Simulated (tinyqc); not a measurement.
Dopant redistribution at a moving silicon-oxide interface during parabolic oxidation. From one set of inputs to another, one input at a time. Computed by tinyqc, a small Python program. Command: `OMP_NUM_THREADS=1 python tinyqc.py 3005970 3005971 out.jsonl segox ladder`. One thread of a shared host (Intel(R) Xeon(R) Processor @ 2.30GHz), about 0.01 s of CPU time with the checks.

Uniformly doped silicon is oxidised with x_ox = sqrt(B t); the interface advances into the silicon by alpha x_ox, alpha = 0.44. The dopant does not move in the oxide, and at the interface C(silicon) = m C(oxide).

The inputs printed are set A. Set A is modelled on antimony in silicon under dry oxygen; the values taken over come from a set modelled on phosphorus in silicon under dry oxygen. Inputs not listed in the table keep their values of set A, so the rows need not describe a real material.

Inputs (values chosen for the exercise, modelled on antimony in silicon under dry oxygen):
```
quantity                                           value    unit
dopant prefactor D0                                 5.08  cm^2/s
dopant activation energy E                          3.88      eV
oxidation prefactor B0                               828  um^2/h
oxidation activation energy E_B                     1.24      eV
segregation coefficient m = C(silicon)/C(oxide)       14       -
bulk doping C_B                                  7.5e+17  1/cm^3
temperature T                                       1100       C
time t                                              0.74       h
```

Constants: k_B = 8.617333262e-05 eV/K.

Method:
- D = D0 exp(-E/(k_B T)), converted with 1 cm^2/s = 3.6e11 um^2/h; B = B0 exp(-E_B/(k_B T)); s = alpha sqrt(B/(4 D)), the interface advance over 2 sqrt(D t).
- Temperatures in kelvin are T(C) + 273.15.
- With the dopant diffusivity D and s = alpha x_ox/(2 sqrt(D t)), in the silicon C = C_B + (C_s - C_B) erfc(y/(2 sqrt(D t)))/erfc(s), y from the original surface. Dopant balance at the interface gives C_s/C_B = 1/[1 + (1/(m alpha) - 1) g], g = sqrt(pi) s exp(s^2) erfc(s).

Each row keeps all changes above it:
```
input moved                                                                     from          to  ratio C_s/C_B       s  concentration in the oxide (1/cm^3)
set A                                                                              -           -          1.534  0.3274                            8.218e+16
oxidation prefactor B0 (um^2/h) and oxidation activation energy E_B (eV)   828, 1.24   777, 1.25          1.493  0.3040                            8.000e+16
time t (h)                                                                      0.74         2.2          1.493  0.3040                            8.000e+16
dopant prefactor D0 (cm^2/s) and dopant activation energy E (eV)          5.08, 3.88  4.54, 3.65          1.188  0.1217                            6.365e+16
bulk doping C_B (1/cm^3)                                                     7.5e+17     1.8e+16          1.188  0.1217                            1.528e+15
temperature T (C)                                                               1100        1150          1.130  0.0852                            1.453e+15
segregation coefficient m = C(silicon)/C(oxide)                                   14         9.5          1.117  0.0852                            2.116e+15
```

Where does the difference come from?

Ratio C_s/C_B goes from 1.53 to 1.12, a factor 0.728 in all. The largest single move comes from dopant prefactor D0 with dopant activation energy E (a factor 0.796). s goes from 0.327 to 0.0852, a factor 0.260 in all. The largest single move comes from dopant prefactor D0 with dopant activation energy E (a factor 0.400). Concentration in the oxide goes from 8.22e16 to 2.12e15, a factor 0.0258 in all. The largest single move comes from bulk doping C_B (a factor 0.0240), and segregation coefficient m = C(silicon)/C(oxide) works against it (a factor 1.46). The single moves hold for this order of the switches; the total does not depend on the order.

Caution (rows set A, oxidation prefactor B0, time t, dopant prefactor D0, bulk doping C_B): in this case the oxide is not much thicker than a typical Deal-Grove length A, so real growth is slower than parabolic. Caution (all rows): parabolic growth needs an oxide much thicker than the Deal-Grove length A, which fails for thin films and low temperatures; oxidation-enhanced or retarded diffusion is ignored.

Extremes, crossings and ranges named in words are read from the listed rows.
